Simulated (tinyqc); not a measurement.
Carrier lifetime from Shockley-Read-Hall, radiative, Auger and surface recombination: one step, computed by the program tinyqc.

Energies are counted from the top of the valence band. Boltzmann statistics, full ionisation, and equal excess densities of electrons and holes.

Problem. Capture times and SRH densities. v = sqrt(3 k_B T/m) with m_e or m_h; tau_n0 = 1/(sigma_n v_n N_t), tau_p0 = 1/(sigma_p v_p N_t); n1 = N_c exp(-(E_g - E_t)/k_B T), p1 = N_v exp(-E_t/k_B T).

Inputs (values chosen for the exercise, for a model semiconductor):
```
quantity                          value   unit
gap E_g                            1.26     eV
electron mass m_e                  0.25    m_0
hole mass m_h                     0.637    m_0
temperature T                       300      K
trap level E_t                    0.479     eV
trap density N_t                  2e+13  cm^-3
electron cross-section sigma_n  2.8e-17   cm^2
hole cross-section sigma_p      7.9e-16   cm^2
```

Doping: n-type. Surface term: two equal surfaces.

N_c = 1.882059e+19 cm^-3

N_v = 1.275796e+19 cm^-3

Constants: k_B = 1.380649e-23 J/K; m_0 = 9.1093837015e-31 kg; k_B = 8.617333262e-05 eV/K.

Give: v_n; v_p; tau_n0; tau_p0; n1; p1.

Solution.

v_n = 2.3359e+07 cm/s

v_p = 1.4634e+07 cm/s

tau_n0 = 7.6448e-05 s

tau_p0 = 4.3251e-06 s

n1 = 1.4270e+06 cm^-3

p1 = 1.1453e+11 cm^-3
